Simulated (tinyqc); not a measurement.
# Surface potential of a MOS transistor: implicit equation and explicit approximations: two studies

p-type body, charge-sheet picture, depletion and inversion only, full ionisation (an idealisation for deep acceptors), Boltzmann statistics (rough once Na exp(x - xn) passes about Nc/7). In units of Vt: xg = (Vg - Vfb)/Vt, x = psi/Vt, G = gamma/sqrt(Vt), xn = (2 phiF + Vc)/Vt. The implicit equation is (xg - x)^2 = G^2 [x - 1 + exp(x - xn)] for x above about 3. Cox = eps0 eox/tox.

Parameters, values chosen for the exercise; band and dielectric values close to those of silicon: temperature T = 300 K; band gap Eg = 1.12 eV; relative permittivity eps_r = 11.8; conduction-band density of states at T Nc = 2.85e19 cm^-3; valence-band density of states at T Nv = 2.62e19 cm^-3; relative permittivity of the gate insulator (close to silicon nitride) eox = 7.72; insulator thickness tox = 9.7 nm; acceptor density Na = 5.2e17 cm^-3; flat-band voltage Vfb = -0.46 V; channel-body voltage Vc = 0.2 V; gate-body voltage Vg = 1.47 V.

Constants: q = 1.602176634e-19 C, kB = 1.380649e-23 J/K, Vt = kB T/q, eps0 = 8.8541878128e-14 F/cm where lengths are in cm. Results are converted to the units shown.

Each table varies one quantity; the others keep the values above.

## Accuracy of the approximations against gate voltage

ni = sqrt(Nc Nv) exp(-Eg/(2 Vt)), Eg in volts; phiF = Vt ln(Na/ni); gamma = sqrt(2 q eps0 eps_r Na)/Cox; VT = Vfb + Vt (xn + G sqrt(xn - 1)). Depletion value a = 1 + [sqrt(G^2/4 + xg - 1) - G/2]^2; inversion value b = xn + ln[(xg - xn)^2/G^2 - xn + 1] and first guess y = min(a, b) - ln(1 + exp(-|a - b|)) if a > xn + 1, else b = y = a; one second-order correction with D = exp(y - xn), p = 2 (xg - y) + G^2 (1 + D), w = (xg - y)^2 - G^2 (y - 1 + D): z = y + 2 w/(p + sqrt(p^2 - 2 (2 - G^2 D) w)), or the Newton step z = y + w/p where the root is not real. N_inv = (Cox Vt G/q) [sqrt(x - 1 + exp(x - xn)) - sqrt(x - 1)] at the root. Lambert form (Cox m Vt/q) W0[(G/(2 m sqrt(xn - 1))) exp((Vg - VT)/(m Vt))], m = 1 + G/(2 sqrt(xn - 1)). Errors under 1e-4 mV, and the linear form below VT, are printed as 0.

Results:
```
Vg (V)  psi (V)  x - xn  error of y (mV)  error of z (mV)  N_inv (cm^-2)  Cox (Vg - VT)/q (cm^-2)  Lambert form (cm^-2)
0.87     0.8068  -11.93                0                0        2.512e5                        0               1.709e5
1.07     0.9582  -6.070           0.0140                0        8.060e7                        0               7.078e7
1.47      1.187   2.774             15.2            -1.34       4.624e11                 8.659e11              4.737e11
1.67      1.214   3.840             11.1           -0.474       1.188e12                 1.746e12              1.216e12
1.87      1.231   4.463             8.53           -0.197       1.977e12                 2.625e12              2.021e12
2.07      1.242   4.912             7.07           -0.107       2.792e12                 3.505e12              2.851e12
2.27      1.251   5.267             6.12          -0.0673       3.621e12                 4.385e12              3.693e12
2.47      1.259   5.562             5.43          -0.0461       4.458e12                 5.264e12              4.542e12
```

Estimate the missing row, Vg = 1.27 V.

Computed row:
```
Vg (V)  psi (V)   x - xn  error of y (mV)  error of z (mV)  N_inv (cm^-2)  Cox (Vg - VT)/q (cm^-2)  Lambert form (cm^-2)
1.27      1.108  -0.2638             4.38         -3.45e-3       2.474e10                        0              2.477e10
```

With this row back in the table: psi rises from 0.807 to 1.26 V and ends 5.6 Vt above 2 phiF + Vc. Among the rows the first guess is off by at most 15 mV (at Vg = 1.47 V) and the corrected value by at most 1.3 mV. In the last row the linear form is 18 % above N_inv and the Lambert form 1.9 % above it; in the first row the Lambert form is 32 % below it. For Vg = 1.47, 1.67, 1.87, 2.07, 2.27, 2.47 the electron quasi-Fermi level lies less than 2 Vt below the band edge at the surface, or above it, where degeneracy and confinement, left out, matter.

## Effect of the acceptor density at fixed gate voltage

Same model as above.

Vfb is held fixed.

Effect of the acceptor density at fixed gate voltage:
```
Na (cm^-3)  psi (V)    x - xn  error of y (mV)  error of z (mV)  N_inv (cm^-2)  Cox (Vg - VT)/q (cm^-2)  Lambert form (cm^-2)
1.7e16       1.1359    7.6427             11.7           -0.627      2.9967e12                3.9120e12             3.1665e12
3.8e16       1.1547    6.7615             11.1           -0.502      2.6621e12                3.4912e12             2.7898e12
8.3e16       1.1719    5.8662             10.7           -0.437      2.2203e12                2.9637e12             2.3095e12
1.8e17       1.1864    4.8779             11.0           -0.476      1.6199e12                2.2668e12             1.6737e12
4e17         1.1920    3.4969             13.9            -1.05      7.7944e11                1.2746e12             8.0027e11
8.7e17       1.1232  -0.72011             3.36         -1.20e-3      2.0172e10                        0             2.0059e10
1.9e18      0.88248   -11.592                0                0       6.4224e5                        0              4.0984e5
4.2e18      0.62619   -23.092                0                0         11.554                        0                1.4718
```

What does the comparison show?

As Na goes from 1.7e16 to 4.2e18, psi goes from 1.14 through a maximum of 1.19 (at Na = 4e17 among the rows listed) to 0.626 V, x - xn falls from 7.64 to -23.1 and N_inv falls from 3.00e12 to 11.6 cm^-2. The Lambert form lies between 0.127 and 1.06 times N_inv. For Na = 1.7e16, 3.8e16, 8.3e16, 1.8e17, 4e17 the electron quasi-Fermi level lies less than 2 Vt below the band edge at the surface, or above it, where degeneracy and confinement, left out, matter.

tinyqc, about 0.01 s, one thread, Intel Xeon 2.30GHz (shared host): `OMP_NUM_THREADS=1 python tinyqc.py 2122111 2122112 out.jsonl`
